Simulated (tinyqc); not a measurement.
From results to parameters: Hueckel model of a polar double bond. Computed by the program tinyqc.

Problem. A C=X pi bond in Hueckel theory has H_XX = alpha + h beta, H_CC = alpha and H_CX = k beta, with two electrons. Find h, k, the charge on carbon and the bond order.

x values of the two levels (E = alpha + x beta): 2.468220  -0.508220

Solution. The sum of the x values is h and their product is -k^2; the charge on carbon is h/sqrt(h^2 + 4k^2) and the bond order 2k/sqrt(h^2 + 4k^2).

h, k: 1.9600  1.1200
charge on carbon, bond order: 0.6585  0.7526
